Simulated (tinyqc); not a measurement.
Worked calculation: tight binding, kagome lattice. One step of it, computed by the program tinyqc.

Question. Bloch Hamiltonian at K. H_AB = -t1 - t2 exp(-i k.a1), H_AC = -t1 - t2 exp(-i k.a2), H_BC = -t1 - t2 exp(i k.(a1 - a2)), H_CC = delta.

Parameters chosen for this model:
```
parameter     value                unit
t1         0.660000    eV, up triangles
t2         0.520000  eV, down triangles
delta             0        eV on site C
```

k point K (fractions of the reciprocal vectors): 0.333333  0.666667

Give: H(k) at K.

Answer.

H(k) at K (eV), lower triangle (Hermitian):
```
                 A                B       C
A           0.0000
B  -0.4000-0.4503i           0.0000
C  -0.4000+0.4503i  -0.4000-0.4503i  0.0000
```
